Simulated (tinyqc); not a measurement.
# Worked calculation: single-junction solar cell, detailed-balance limit

Program tinyqc, `OMP_NUM_THREADS=1 python tinyqc.py 2820123 2820124 out.jsonl`; Intel Xeon 2.30GHz, shared host, one thread, about 0.01 s. Printed values are rounded.

Every photon above the gap Eg makes one pair and none below is absorbed; carriers thermalise at T and move without loss. Jsc = q fs X Phi(Eg, Ts); the dark current is J0 = q ge Phi(Eg, T)/ERE with the Boltzmann factor exp(V/Vt). The efficiency is the electrical power over fs X sigma Ts^4.

Parameters, values chosen for the exercise:
- T = 350 K (cell temperature)
- Ts = 5760 K (temperature of the black-body sun)
- fs = 2.16e-5 (share of the hemisphere filled by the sun)
- X = 1 (concentration)
- ERE = 0.1 (external radiative efficiency)
- ge = 1 (number of faces that emit)
- Eg = 1.03 eV (band gap)

Constants: q = 1.602176634e-19 C, kB = 1.380649e-23 J/K, h = 6.62607015e-34 J s, c = 299792458 m/s, Vt = kB T/q. Results are converted to the units shown.

## Photon flux of the source, term by term

Photon flux above E from a black body at temperature T into a hemisphere: Phi(E, T) = A sum_k exp(-k E/th)[E^2 th/k + 2 E th^2/k^2 + 2 th^3/k^3], k = 1, 2, ..., with th = kB T/q in eV and A = 2 pi q^3/(h^3 c^2). The first six terms at E = Eg, T = Ts are listed; the flux takes all.

th = 0.496358 eV
A = 9.88329e22 cm^-2 s^-1 eV^-3
terms k = 1..6 (eV^3): [0.160529, 0.00663132, 4.76813e-4, 4.15303e-5, 3.97845e-6, 4.03230e-7]
Phi(Eg, Ts) = 1.65727e22 cm^-2 s^-1

The first term, the Boltzmann limit, holds 95.7 % of the flux.

## Photocurrent, dark current and incident power

Photon flux above E from a black body at temperature T into a hemisphere: Phi(E, T) = A sum_k exp(-k E/th)[E^2 th/k + 2 E th^2/k^2 + 2 th^3/k^3], k = 1, 2, ..., with th = kB T/q in eV and A = 2 pi q^3/(h^3 c^2). Jsc = q fs X Phi(Eg, Ts), J0 = q ge Phi(Eg, T)/ERE. Pin = fs X sigma Ts^4, sigma = 2 pi^5 kB^4/(15 h^3 c^2).

Jsc = 57.3530 mA/cm^2
J0 = 7.92137e-9 mA/cm^2
Pin = 134.820 mW/cm^2

## Iteration 1: maximum power point by substitution

v at the start = 0

v = Vmp/Vt solves (1 + v) exp(v) = 1 + Jsc/J0; v(new) = ln[(1 + Jsc/J0)/(1 + v)].

v after iteration 1 = 22.7029

## Iteration 2: maximum power point by substitution

As before.

v after iteration 2 = 19.5373

## Course of the iteration: maximum power point by substitution

Stop when v changes by less than 1e-10, or after 40 iterations.

Course of the iteration:

| iteration | v | \|change\| |
|---|---|---|
| 1 | 22.7029 | 22.7 |
| 2 | 19.5373 | 3.17 |
| 3 | 19.6807 | 0.143 |
| 4 | 19.6737 | 6.96e-3 |
| 5 | 19.6741 | 3.36e-4 |
| 6 | 19.6740 | 1.63e-5 |
| 7 | 19.6740 | 7.87e-7 |
| 8 | 19.6740 | 3.81e-8 |
| 9 | 19.6740 | 1.84e-9 |
| 10 | 19.6740 | 8.91e-11 |

Converged in 10 iterations. At the end each change is about 0.048 times the one before, with alternating sign: linear convergence.

## Voltages, fill factor and efficiency

v = 19.6740

Voc = Vt ln(1 + Jsc/J0), Vmp = v Vt, Jmp = Jsc - J0 (exp(v) - 1), FF = Vmp Jmp/(Voc Jsc), efficiency Vmp Jmp/Pin.

Voc = 0.684735 V
Eg/q - Voc = 0.345265 V
Vmp = 0.593382 V
Jmp = 54.5789 mA/cm^2
FF = 0.824670
efficiency = 24.0217 %

Of the voltage deficit, Vt ln(1/ERE) = 69.4 mV is due to non-radiative recombination.
